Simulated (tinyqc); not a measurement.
Bond unit of a tetrahedral oxide and its oxygen vacancy in tight binding, step by step. Values are carried at full precision from step to step, so a last printed digit may differ when a step is redone from the rounded ones.

Two sp3 hybrids h1, h2 at eh = (es + 3 ep)/4 point at one oxygen with orbitals s, px, py, pz; x joins the two cations, z bisects the angle phi, and th = (180 - phi)/2. With u = hbar^2/(m d^2) = 2c/d^2, c = hbar^2/2m0: Vhs = -(1.32 + sqrt3 x 1.42) u/2 and Vhp = (1.42 + sqrt3 x 2.22) u/2. <h|s> = Vhs for both; <h1|px> = Vhp cos(th), <h2|px> = -Vhp cos(th); <h|pz> = Vhp sin(th) for both; py is a lone pair. The unit holds 8 electrons. Coupling between units, which widens the levels into bands, is left out.

Constants: hbar^2/2m0 = 3.80998211 eV angstrom^2.

Values chosen for the exercise (near tabulated values for SiO2; shifted at random, so the results belong to these values and not to a real crystal):
- es = -14.93 eV (s level of the cation)
- ep = -7.68 eV (p level of the cation)
- eos = -33.88 eV (s level of oxygen)
- eop = -16.85 eV (p level of oxygen)
- d = 1.61 angstrom (cation-oxygen distance)
- phi = 168 degrees (bond angle at oxygen)
- R = 2.73 angstrom (cation-cation distance across the vacancy)

## Level and couplings

Form eh, u, Vhs, Vhp and th.

eh (hybrid level) = -9.4925 eV
u = 2.9397 eV

Vhs, Vhp (eV): -5.5553  7.7390

th = 6.0 degrees

## The matrix

Fill it in.

H (eV):
```
         h1       h2         s        px        py        pz
h1  -9.4925        0   -5.5553    7.6966         0    0.8089
h2        0  -9.4925   -5.5553   -7.6966         0    0.8089
s   -5.5553  -5.5553  -33.8800         0         0         0
px   7.6966  -7.6966         0  -16.8500         0         0
py        0        0         0         0  -16.8500         0
pz   0.8089   0.8089         0         0         0  -16.8500
```

## Levels, weights and charge

Diagonalise; the four lowest levels are filled. The excess of electrons on oxygen is twice the oxygen weight of the filled levels less 6.

levels (eV): -36.1972  -24.6607  -16.9676  -16.8500  -7.0577  -1.6818

weights:
```
    level 1  level 2  level 3  level 4  level 5  level 6
h1    0.040    0.170    0.005    0.000    0.455    0.330
h2    0.040    0.170    0.005    0.000    0.455    0.330
s     0.920    0.000    0.002    0.000    0.078    0.000
px    0.000    0.660    0.000    0.000    0.000    0.340
py    0.000    0.000    0.000    1.000    0.000    0.000
pz    0.000    0.000    0.987    0.000    0.012    0.000
```

highest filled to lowest empty = 9.7923 eV
excess electrons on oxygen = 1.139

The highest filled level is the py orbital of oxygen (100 %) and the lowest empty one is 91 % cation hybrid, even under exchange of the two cations. The spacing is that of an isolated unit and exceeds the gap of the solid.

## The odd block in closed form

The combination (h1 - h2)/sqrt2 couples to px alone, with W2 = sqrt2 Vhp cos(th); W3 = (eh - eop)/2; levels (eh + eop)/2 -/+ sqrt(W2^2 + W3^2); polarity W3/sqrt(W2^2 + W3^2).

W2, W3 (eV): 10.8846  3.6787

levels of the odd block (eV): -24.6607  -1.6818

polarity = 0.3202

## The neutral oxygen vacancy

Without the oxygen the two hybrids face each other at distance R and couple by -V2, V2 = 3.22 x 2c/R^2, c = hbar^2/2m0: a bond at eh - V2 with two electrons and an antibond at eh + V2. Levels are measured from eop, the lone-pair level that stands for the top of the valence band.

Form V2 and the two levels above eop. R is a chosen distance; in real silica the neutral vacancy relaxes to about 2.5 angstrom.

V2 = 3.2922 eV

levels above eop (eV): bond 4.0653, lone hybrid 7.3575, antibond 10.6497

bond-antibond splitting = 6.5844 eV

The filled bond lies 4.07 eV above the lone pairs, so it can trap a hole; the antibond lies above the lowest empty level of the intact unit (9.79 eV). A lone hybrid, as in a dangling bond, sits at 7.36 eV.

## Checks

- Levels of the odd block against the full matrix: they agree to 1e-10 or better.

Computed by tinyqc, a small Python program: `OMP_NUM_THREADS=1 python tinyqc.py 1481188 1481189 out.jsonl` (the numbers bound the seed that draws the inputs); one thread of a shared host (Intel(R) Xeon(R) Processor @ 2.30GHz), about 0.01 s for the whole set of steps.
